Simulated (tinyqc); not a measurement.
Resistance of a source-drain extension with a graded tip: two steps of the calculation.

y runs along the channel, the gate covers y > 0. The doping is N0 for y < y0 and N0 10^(-(y - y0)/la) beyond, uniform over the depth xj. Sheet conductance s(y) = q mu(N) max(N - Nch, 0) xj + (for y > 0) ma Cox Vo, with mu(N) = u0 + (u1 - u0)/(1 + (N/Nr)^au) and Cox = eps0 eox/tox. Current is taken as one-dimensional; depletion of the tip, spreading and the contact are left out. The metallurgical junction lies at yj, where N = Nch.

Values chosen for this exercise; mobility law close to that of electrons in silicon:
- eox = 25.7 (relative permittivity of the gate insulator (close to zirconium oxide))
- tox = 5.4 nm (insulator thickness)
- N0 = 5.7e19 cm^-3 (active doping of the extension far from the gate)
- la = 2.1 nm/decade (lateral abruptness)
- y0 = 0.6 nm (position under the gate where the fall begins (gate edge at 0))
- xj = 7 nm (depth of the extension)
- Nch = 2.1e18 cm^-3 (channel doping)
- Vo = 0.68 V (gate overdrive)
- ma = 130 cm^2/(V s) (mobility of the gate-induced layer)
- u1 = 1414 cm^2/(V s) (mobility at low doping)
- u0 = 68.5 cm^2/(V s) (mobility at high doping)
- Nr = 9.2e16 cm^-3 (reference doping)
- au = 0.711 (exponent)
- Lg = 60 nm (gate length)

Constants: q = 1.602176634e-19 C, eps0 = 8.8541878128e-14 F/cm where lengths are in cm. Results are converted to the units shown.

Task 1. Sheet resistances and junction position. yj = y0 + la log10(N0/Nch); sheet resistance of the full extension 1/[q mu(N0)(N0 - Nch) xj] and of the gate-induced layer 1/(ma Cox Vo); metallurgical length Lg - 2 yj; ye is where the doped and the gate-induced conductances are equal.

Wanted: yj; sheet resistance of the extension; sheet resistance of the induced layer; metallurgical length; ye; N at ye.

Result 1.

yj = 3.611 nm
sheet resistance of the extension = 1974 ohm/square
sheet resistance of the induced layer = 2684 ohm/square
metallurgical length = 52.78 nm
ye = 0.9062 nm
N at ye = 4.075e19 cm^-3

The gate takes over 2.70 nm before the junction, where N is still 19.4 times the channel doping.

Task 2. Resistance of the overlapped part. Midpoint rule on 9 equal steps from 0 to yj: R_ov = sum h/s(y), per width.

Wanted: y; N; doped conductance; sheet resistance; R_ov.

Result 2.

```
point   y (nm)  N (cm^-3)  doped conductance (uS)  sheet resistance (ohm/square)
0      0.20059  5.7000e19                  506.61                         1137.5
1      0.60178  5.6889e19                  505.70                         1138.7
2       1.0030  3.6643e19                  338.18                         1407.1
3       1.4042  2.3602e19                  226.84                         1668.5
4       1.8053  1.5202e19                  151.66                         1907.8
5       2.2065  9.7918e18                  99.645                         2117.9
6       2.6077  6.3070e18                  62.261                         2300.1
7       3.0089  4.0624e18                  33.845                         2460.9
8       3.4101  2.6166e18                  10.571                         2610.4
```

R_ov = 6.7194 ohm um

tinyqc, about 0.03 s, one thread, Intel Xeon 2.30GHz (shared host): `OMP_NUM_THREADS=1 python tinyqc.py 2282257 2282258 out.jsonl`
